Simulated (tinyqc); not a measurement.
## Trap density from the capacitance step

Question. A junction with shallow donors Nd and a deep trap has C_HF = eps0 eps_r/W and C_LF = eps0 eps_r (Nd + Nt)/(Nd W + Nt xt), xt = W - lam. Find W, xt and Nt.

Values chosen for this exercise:
- eps_r = 15.4 (relative permittivity)
- Nd = 9.4e14 cm^-3 (shallow donor density)

Constants: eps0 = 8.8541878128e-14 F/cm where lengths are in cm. Results are converted to the units shown.

C_HF = 21.869209 nF/cm^2
C_LF = 27.377393 nF/cm^2
lam = 252.23849 nm

Solution. C_HF gives W. With y = C_LF/C_HF, Nt/Nd = (y - 1)/(1 - y xt/W).

W = 623.5 nm
xt = 371.3 nm
Nt = 9.300e14 cm^-3

Numbers from tinyqc (`OMP_NUM_THREADS=1 python tinyqc.py 2050092 2050093 out.jsonl`; about 0.01 s on one thread of a shared Intel Xeon 2.30GHz).
